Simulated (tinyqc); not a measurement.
Thermal displacements in the Debye model: Debye-Waller factors, bond-length spread and the Lindemann rule: one step, computed by the program tinyqc. Command: `OMP_NUM_THREADS=1 python tinyqc.py 3028125 3028126 out.jsonl debyewaller walk`. One thread of a shared host (Intel(R) Xeon(R) Processor @ 2.30GHz), about 0.01 s of CPU time with the checks.

A Debye spectrum with three branches of one velocity, cut at k_B Theta; 4 atoms per cube, nearest neighbours at d = 0.707107 a.

Question. Mean-square displacement. <u_x^2> = (3 hbar^2/(2 M k_B Theta)) int_0^1 s coth(s Theta/(2T)) ds (64 Gauss-Legendre points); it tends to 3 hbar^2/(4 M k_B Theta) at T = 0 and to 3 hbar^2 T/(M k_B Theta^2) at high T. B = 8 pi^2 <u_x^2>.

Inputs (values chosen for the exercise, modelled on aluminium): atomic mass M = 26.98 u; Debye temperature Theta = 396 K; temperature T = 295 K.

Structure: fcc.

Constants: hbar^2/u = 4.18015928e-03 eV angstrom^2; k_B = 8.617333262e-05 eV/K.

Give: <u_x^2>; zero-point value; classical value; B factor.

Answer.

<u_x^2> = 0.010646 angstrom^2

zero-point value = 0.0034052 angstrom^2

classical value = 0.010147 angstrom^2

B factor = 0.84056 angstrom^2

The zero-point value is 32.0 % and the classical value 95.3 % of the full result; the two are limits, not parts that add.
